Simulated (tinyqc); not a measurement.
Changing the target area A_t: Berg model of reactive sputtering of a nitride or oxide: poisoning, hysteresis and pumping speed. Computed by tinyqc, a small Python program. Command: `OMP_NUM_THREADS=1 python tinyqc.py 3005464 3005465 out.jsonl berg sweep`. One thread of a shared host (Intel(R) Xeon(R) Processor @ 2.30GHz), about 0.02 s of CPU time with the checks.

A diatomic gas reacts with bare metal on the target and on the collecting surfaces; ions remove metal and compound from the target. theta_t and theta_c are the compound fractions.

Inputs (values chosen for the exercise, close to those used for titanium dioxide):

| quantity | value | unit |
|---|---|---|
| ion current density J | 7.8 | mA/cm^2 |
| collecting area A_c | 3600 | cm^2 |
| metal yield Y_m | 0.5 | - |
| compound yield Y_c | 0.03 | - |
| sticking coefficient alpha | 0.13 | - |
| reactive atoms per metal atom z | 2 | - |
| gas mass M | 32 | u |
| pumping speed S | 140 | l/s |
| gas temperature T | 300 | K |
| reactive partial pressure P | 0.093 | Pa |

Constants: e = 1.602176634e-19 C; u = 1.6605390666e-27 kg; k_B = 1.380649e-23 J/K.

Method. Ion flux j = J/e; gas flux F = P/sqrt(2 pi M k_B T). Target: (2/z) alpha F (1 - theta_t) = j Y_c theta_t. Sputtered flows F_c = j Y_c theta_t A_t, F_m = j Y_m (1 - theta_t) A_t. Collector: (2/z) alpha F (1 - theta_c) A_c + F_c (1 - theta_c) = F_m theta_c. Gas use Q = alpha F [(1 - theta_t) A_t + (1 - theta_c) A_c] + P S/(k_B T); 1 sccm = 4.4780e17 molecules/s. Rate R = F_m + F_c, given relative to j Y_m A_t. P is a single-valued function of the flow Q only if dQ/dP > 0 everywhere: S must exceed k_B T times the steepest fall of the surface terms with P.

One run for each value:

| target area A_t (cm^2) | critical pumping speed (l/s) | theta_c | total flow Q (sccm) |
|---|---|---|---|
| 5.0 | 44.91 | 0.99996 | 7.047 |
| 9.9 | 70.38 | 0.99991 | 7.074 |
| 39.0 | 148.41 | 0.99965 | 7.233 |
| 77.0 | 197.53 | 0.99931 | 7.440 |
| 150.0 | 247.47 | 0.99866 | 7.837 |
| 300.0 | 295.98 | 0.99733 | 8.653 |
| 600.0 | 335.95 | 0.99470 | 10.277 |

Give the missing row, target area A_t (cm^2) = 20.0.

Computed row:
```
target area A_t (cm^2)  critical pumping speed (l/s)  theta_c  total flow Q (sccm)
20.0                                          106.07  0.99982                7.129
```

Interpolating between the two neighbouring rows (the first column on a logarithmic scale, the others too where they are positive) misses most in critical pumping speed (l/s), by 2.7 %. Over the rows, critical pumping speed (l/s) rises from 44.9 to 336 (exponent d ln y / d ln x 0.66 between the first rows and 0.18 between the last); theta_c falls from 1.0000 to 0.9947; total flow Q (sccm) rises from 7.05 to 10.3 (exponent d ln y / d ln x 0.0055 between the first rows and 0.25 between the last). A smaller eroded area lowers the critical pumping speed, one known way to remove the hysteresis.
